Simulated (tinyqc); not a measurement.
Kronig-Penney superlattice by transfer matrices: one step. Miniband edges. Four cases, with inputs chosen for the exercise.

Task: The edges are the energies where tr M/2 = +1 (q = 0) or -1 (q = pi/d); the first three minibands.

Wells (width a, potential 0, mass mw) alternate with barriers (width b, height V0, mass mb); period d = a + b; c = hbar^2/2m0. The vector (psi, psi'/m) is continuous, and a layer of thickness t carries it by M = [[cos kt, (m/k) sin kt], [-(k/m) sin kt, cos kt]] with k = sqrt(m (E - V)/c); for E < V, k = i kappa gives [[cosh, (m/kappa) sinh], [(kappa/m) sinh, cosh]] of kappa t. A Bloch state obeys cos(q d) = tr(Mb Mw)/2.

Constants: hbar^2/2m0 = 3.80998211 eV angstrom^2.

Give: Minibands.

Case 1.

Values chosen (near those of an InGaAs superlattice with barriers of InAlAs; the results hold for these values, not for the real material): a = 81 angstrom (well width); b = 14 angstrom (barrier width); V0 = 0.534 eV (barrier height); mw = 0.0413 m0 (mass in the wells); mb = 0.0767 m0 (mass in the barriers).

Result:

Minibands:

| band | bottom (eV) | top (eV) | width (meV) |
|---|---|---|---|
| 1 | 0.0497 | 0.0860 | 36.3 |
| 2 | 0.2216 | 0.3500 | 128.4 |
| 3 | 0.5496 | 0.8054 | 255.7 |

2 minibands of these lie wholly below V0. The first gap is 135.6 meV wide; the single well of width a has E1 = 0.0672 eV, inside the first miniband.

Case 2.

Values chosen (near those of a GaAs superlattice with barriers of AlGaAs; the results hold for these values, not for the real material): a = 83 angstrom (well width); b = 35 angstrom (barrier width); V0 = 0.283 eV (barrier height); mw = 0.0678 m0 (mass in the wells); mb = 0.096 m0 (mass in the barriers).

Result:

Minibands:

| band | bottom (eV) | top (eV) | width (meV) |
|---|---|---|---|
| 1 | 0.0381 | 0.0434 | 5.3 |
| 2 | 0.1475 | 0.1745 | 26.9 |
| 3 | 0.3035 | 0.3924 | 88.9 |

2 minibands of these lie wholly below V0. The first gap is 104.1 meV wide; the single well of width a has E1 = 0.0407 eV, inside the first miniband.

Case 3.

Values chosen (near those of a GaAs superlattice with barriers of AlGaAs; the results hold for these values, not for the real material): a = 57 angstrom (well width); b = 27 angstrom (barrier width); V0 = 0.316 eV (barrier height); mw = 0.0677 m0 (mass in the wells); mb = 0.0994 m0 (mass in the barriers).

Result:

Minibands:

| band | bottom (eV) | top (eV) | width (meV) |
|---|---|---|---|
| 1 | 0.0607 | 0.0790 | 18.4 |
| 2 | 0.2336 | 0.3218 | 88.1 |
| 3 | 0.4764 | 0.7302 | 253.7 |

1 miniband of these lies wholly below V0. The first gap is 154.6 meV wide; the single well of width a has E1 = 0.0693 eV, inside the first miniband.

Case 4.

Values chosen (near those of an InGaAs superlattice with barriers of InP; the results hold for these values, not for the real material): a = 54 angstrom (well width); b = 17 angstrom (barrier width); V0 = 0.239 eV (barrier height); mw = 0.0407 m0 (mass in the wells); mb = 0.0803 m0 (mass in the barriers).

Result:

Minibands:

| band | bottom (eV) | top (eV) | width (meV) |
|---|---|---|---|
| 1 | 0.0479 | 0.1352 | 87.3 |
| 2 | 0.2859 | 0.5807 | 294.8 |
| 3 | 0.7909 | 1.3986 | 607.7 |

1 miniband of these lies wholly below V0. The first gap is 150.7 meV wide; the single well of width a has E1 = 0.0798 eV, inside the first miniband.

Computed by tinyqc, one run a case: `OMP_NUM_THREADS=1 python tinyqc.py N N+1 out.jsonl` with N = 1250222, 1250240, 1250856, 1250896; one thread of a shared Intel(R) Xeon(R) Processor @ 2.30GHz, about 0.2 s a run at most.
